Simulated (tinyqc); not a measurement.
Round or elliptic silicon nanowire with anisotropic valleys (Ritz method): sweeps and comparisons. A value that a table varies takes the place of the one given here.

Wire along x = [110] on a (001) wafer, y = [-110], z = [001]. Valley groups (w = inverse masses): A, two valleys along z: w_y = 1/mt, w_z = 1/ml, m_x = mt; B, four valleys in the wafer plane: w_y = (1/ml + 1/mt)/2, w_z = 1/mt, m_x = (ml + mt)/2.

Hard wall on the ellipse (y/a)^2 + (z/b)^2 = 1, c = hbar^2/2m0. With u = y/a, v = z/b the operator is -c [(w_y/a^2) d2/du2 + (w_z/b^2) d2/dv2] on the unit disc. Basis (1 - u^2 - v^2) u^i v^j; S, X and Y are the disc integrals of f f', (df/du)(df'/du) and (df/dv)(df'/dv), from the integral of u^p v^q = 2 Gamma((p+1)/2) Gamma((q+1)/2)/((p + q + 2) Gamma((p+q+2)/2)) for even p, q; H = c (w_y X/a^2 + w_z Y/b^2).

Converged values use 21 functions of each parity class (e or o in u, then in v).

Constants: hbar^2/2m0 = 3.80998211 eV angstrom^2.

Parameters, chosen for this exercise (near those of a Si nanowire; the results hold for these values, not for the real material):

| symbol | value | unit | meaning |
|---|---|---|---|
| ml | 0.914 | m0 | longitudinal mass |
| mt | 0.188 | m0 | transverse mass |
| a | 21 | angstrom | semi-axis along y |
| b | 43 | angstrom | semi-axis along z |
| asp | (0.4, 0.6, 0.8, 1, 1.3, 1.8, 2.5) |  | ratios a/b |
| area | 28.4 | nm^2 | cross-section, kept fixed |
| hw | 1.5 |  | height over mean width |

## Size of the basis

Lowest level of each group with 1, 3, 6 and 21 even functions.

Levels (meV):

| functions | A | B |
|---|---|---|
| 1 | 144.63 | 115.99 |
| 3 | 132.53 | 111.18 |
| 6 | 131.53 | 111.14 |
| 21 | 131.48 | 111.14 |

One function errs by 10.0 % for A and 4.4 % for B, six by 0.049 and 9.1e-05 meV. The error grows with the axis ratio of the stretched ellipse (4.51, 1.59); for a circle it is 6/5.783 - 1 = 3.7 %.

## Flattening the wire at fixed area

a = sqrt(area x ratio/pi), b = a/ratio, 1 nm^2 = 100 angstrom^2; lowest level of each group.

Levels (eV):

| a/b | a (angstrom) | b (angstrom) | A | B |
|---|---|---|---|---|
| 0.4 | 19.0 | 47.5 | 0.1559 | 0.1221 |
| 0.6 | 23.3 | 38.8 | 0.1109 | 0.1038 |
| 0.8 | 26.9 | 33.6 | 0.0891 | 0.1007 |
| 1.0 | 30.1 | 30.1 | 0.0768 | 0.1037 |
| 1.3 | 34.3 | 26.4 | 0.0667 | 0.1135 |
| 1.8 | 40.3 | 22.4 | 0.0599 | 0.1357 |
| 2.5 | 47.5 | 19.0 | 0.0592 | 0.1712 |

Each group is lowest where its stretched ellipse is a circle, at a/b = sqrt(w_y/w_z): 2.20 for A and 0.78 for B. The lowest group is B in the first row and A in the last, crossing between a/b = 0.6 and 0.8; B - A is -34 meV in the first row and +112 meV in the last.

## Shape of the cross-section

Equal area, hard walls, lowest level of -c (w_y d2/dy2 + w_z d2/dz2), c = hbar^2/2m0. Rectangle W x H with H/W = hw; ellipse with b/a = hw; trapezoid of height H, base W/0.8 and top 0.6 of the base; isosceles triangle of height H and base 2W. Ellipse, trapezoid and triangle by converged Ritz bases; 1 nm^2 = 100 angstrom^2.

Levels:

| shape | A (eV) | B (eV) | B - A (meV) |
|---|---|---|---|
| rectangle | 0.1153 | 0.1106 | -4.7 |
| ellipse | 0.1021 | 0.1018 | -0.3 |
| trapezoid | 0.1083 | 0.1123 | 4.1 |
| triangle | 0.0816 | 0.1316 | 50.0 |

W = 43.5 angstrom
H = 65.3 angstrom

For group A the order is triangle, ellipse, trapezoid, rectangle, spanning 41 %. For group B the order is ellipse, rectangle, trapezoid, triangle, spanning 29 %. The ellipse lies below the rectangle for both groups, since corners hold little of the wave function. The triangle is lowest for A, whose light mass lies across the width and gains from the wide base. The spacing B - A of the valley groups runs from -5 to 50 meV.

## What each parameter does

Lowest level of groups A and B. Each row changes one parameter from the base and keeps the others.

Results:

| case | A (eV) | B (eV) | B - A (meV) |
|---|---|---|---|
| base | 0.1315 | 0.1111 | -20.3 |
| a = 19 angstrom | 0.1582 | 0.1284 | -29.8 |
| b = 46 angstrom | 0.1301 | 0.1070 | -23.2 |
| ml = 1.024 m0 | 0.1303 | 0.1097 | -20.6 |
| mt = 0.207 m0 | 0.1203 | 0.1022 | -18.2 |

The largest shifts from the base row, up to three for each result and ties (the steps differ in size, so this ranks the rows, not the parameters). A (eV): a +0.0268, mt -0.0111, b -0.0013. B (eV): a +0.0173, mt -0.0090, b -0.0042. B - A (meV): a -9.5, b -2.8, mt +2.2.

Program tinyqc; command `OMP_NUM_THREADS=1 python tinyqc.py 1281828 1281829 out.jsonl`; about 0.06 s on one thread of a shared Intel(R) Xeon(R) Processor @ 2.30GHz.
